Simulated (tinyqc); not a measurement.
Comparisons within one model: recursion (Haydock) method for the local density of states: surface site of a cubic lattice. A value that a table varies takes the place of the one given here.

One orbital a site at energy 0, hopping -t to the 6 nearest neighbours of a cubic lattice; the start u0 is a site in the outermost layer of a half crystal, with energy V. Recursion: a_n = <u_n|H|u_n>, b_(n+1) u_(n+1) = (H - a_n) u_n - b_n u_(n-1), b > 0. G(z) = 1/(z - a0 - b1^2/(z - a1 - b2^2/(...))), z = E + i eta. After n levels the tail is b_n^2 T with the square-root terminator T = (z - sqrt(z - 2b) sqrt(z + 2b))/(2 b^2), b = 3t so that the band edges lie at -/+ 6t.

Reference: the closed form for a chain (bulk 1/sqrt(z^2 - 4t^2), end site (z - sqrt(z^2 - 4t^2))/(2t^2)), averaged over 400 points (j + 1/2) pi/400 in each remaining direction with z shifted by 2t cos k, then G/(1 - V G).

Parameters, chosen for this exercise: t = 1.28 eV (hopping); V = 0 eV (shift of the starting site); eta = 0.064 eV (broadening); n = 5 (levels kept); E = 3.56 eV (energy).

## How many levels, and whether to terminate

Energies as fractions of the half width 6t.

Density (1/eV):
```
fraction,E (eV),2 levels,4 levels,7 levels,"7, no terminator",reference
-1.10,-8.448,0.0005,0.0005,0.0005,0.0005,0.0005
-0.90,-6.912,0.0080,0.0062,0.0070,0.0057,0.0069
-0.60,-4.608,0.0431,0.0455,0.0463,0.0208,0.0457
-0.35,-2.688,0.0966,0.0901,0.0903,0.1886,0.0890
-0.15,-1.152,0.1183,0.1219,0.1200,0.0082,0.1211
0.00,0.000,0.1211,0.1257,0.1297,1.6750,0.1285
0.15,1.152,0.1183,0.1219,0.1200,0.0082,0.1211
0.35,2.688,0.0966,0.0901,0.0903,0.1886,0.0890
0.60,4.608,0.0431,0.0455,0.0463,0.0208,0.0457
0.90,6.912,0.0080,0.0062,0.0070,0.0057,0.0069
1.10,8.448,0.0005,0.0005,0.0005,0.0005,0.0005
```

Largest errors against the reference: 0.0076 (2 levels), 0.0027 (4), 0.0013 (7) and 1.547 without terminator, which leaves seven broadened spikes in place of a band. With seven levels the error is largest at E = -2.69 and 2.69 eV, at or next to a van Hove point of the lattice, which makes the b_n oscillate and converges last.

## What each setting does

G at z = E + i eta with n levels and terminator. Each row changes one parameter from the base and keeps the others.

Results:
```
case,Re G (1/eV),density (1/eV)
base,0.2469,0.0697
t = 1.408 eV,0.2162,0.0709
V = 0.5 eV,0.2466,0.0893
n = 6,0.2389,0.0684
E = 3.82 eV,0.2513,0.0629
eta = 0.128 eV,0.2417,0.0692
```

The largest shifts from the base row, up to three for each result and ties (the steps differ in size, so this ranks the rows, not the parameters). Re G (1/eV): t -0.0306, n -0.0080, eta -0.0051. density (1/eV): V +0.0196, E -0.0067, n -0.0013.

(tinyqc, `OMP_NUM_THREADS=1 python tinyqc.py 1450598 1450599 out.jsonl`, Intel(R) Xeon(R) Processor @ 2.30GHz, 1 thread, shared host, about 0.09 s.)
